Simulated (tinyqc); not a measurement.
Binding against position: donor or exciton in a quantum well (variational effective-mass method). Computed by tinyqc, a small Python program. Command: `OMP_NUM_THREADS=1 python tinyqc.py 3014687 3014688 out.jsonl welldonor walk`. One thread of a shared host (Intel(R) Xeon(R) Processor @ 2.30GHz), about 0.03 s of CPU time with the checks.

H = -nabla^2 - 2/|r - r_i| + V(z) in effective units; trial function psi = f(z) exp(-|r - r_i|/lambda), f the ground state of the well. Mass and screening are the same in well and barrier; l = L/a* is the width in effective units. Bands are flat: no polarisation or applied field.

Inputs (values chosen for the exercise, modelled on CdS): electron mass m = 0.204 m_0; dielectric constant eps = 8.54; well width L = 3.9 nm.

Centre: donor. Barriers: infinite.

Constants: Ry = 13.605693123 eV; a_0 = 0.529177210903 angstrom.

Method:
- Ry* = Ry m/eps^2, a* = a_0 eps/m; l = L/a*.
- k = pi/l; f = cos(k z) inside and zero outside; subband energy k^2 Ry*.
- Binding E_b(lambda) = -1/lambda^2 + 4 A/(lambda B), with A = int f^2 exp(-2 s/lambda) dz, B = int f^2 exp(-2 s/lambda)(1 + 2 s/lambda) dz and s = |z - z_i|; 40 Gauss-Legendre points on each piece between the walls at z = -l/2 and l/2 and z_i.
- Each row maximises over lambda (golden section, 0.3 to 4).

l = 1.76050

Ry* = 38.0570 meV

Against position:

| z_i/L | lambda (a*) | binding (Ry*) | binding (meV) |
|---|---|---|---|
| 0.0 | 0.9202 | 1.8518 | 70.472 |
| 0.1 | 0.9374 | 1.7808 | 67.772 |
| 0.2 | 1.0020 | 1.5834 | 60.259 |
| 0.3 | 1.1477 | 1.3168 | 50.114 |
| 0.4 | 1.3794 | 1.0710 | 40.760 |
| 0.5 | 1.6269 | 0.8952 | 34.069 |

What does the comparison show, and why?

From the centre to the wall the binding falls from 70.472 to 34.069 meV, 48 % of the centre value, since the walls keep the electron away from an off-centre ion; uniform doping thus gives a band of levels 36.403 meV wide, with a peak in its density at the centre value, where the slope vanishes. Caution: so narrow a well has large confinement energy, where non-parabolicity and barrier penetration matter.

Extremes, crossings and ranges named in words are read from the listed rows.
